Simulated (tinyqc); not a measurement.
Worked calculation: Pariser-Parr-Pople SCF with singles CI, for the molecule [CH2+]c1ccccc1 (SMILES; centres numbered as the heavy atoms are written). One step of it, computed by the program tinyqc.

Task: Iteration 2: orbitals and new P. Diagonalise F (the basis is taken as orthonormal) and form P = 2 sum c c over the lowest orbitals.

F (eV), lower triangle:
```
            1C          2C          3C         4C         5C         6C          7C
1C  -10.239070
2C   -4.323214  -10.768677
3C   -0.538993   -3.678736  -10.047223
4C    0.199419    0.004728   -4.349494  -9.837507
5C    0.400361    0.335899   -0.376478  -4.056418  -9.679907
6C    0.199419    0.004728    0.483978  -0.062646  -4.056418  -9.837507
7C   -0.538993   -3.678736    0.407206   0.483978  -0.376478  -4.349494  -10.047223
```

pi electrons, sum of z_r less the charge = 6

Give: orbital energies; P after iteration 2.

Result:

orbital energies (eV): -18.4078  -15.7650  -14.9600  -8.8674  -5.2692  -4.8688  -2.3188

P after iteration 2, lower triangle:
```
         1C       2C       3C       4C      5C      6C      7C
1C   0.5598
2C   0.7280   1.0084
3C   0.2761   0.4661   0.8569
4C  -0.1322  -0.0032   0.7263   0.9575
5C  -0.2980  -0.1882   0.1989   0.6156  0.8029
6C  -0.1322  -0.0032  -0.2713   0.0276  0.6156  0.9575
7C   0.2761   0.4661  -0.2132  -0.2713  0.1989  0.7263  0.8569
```
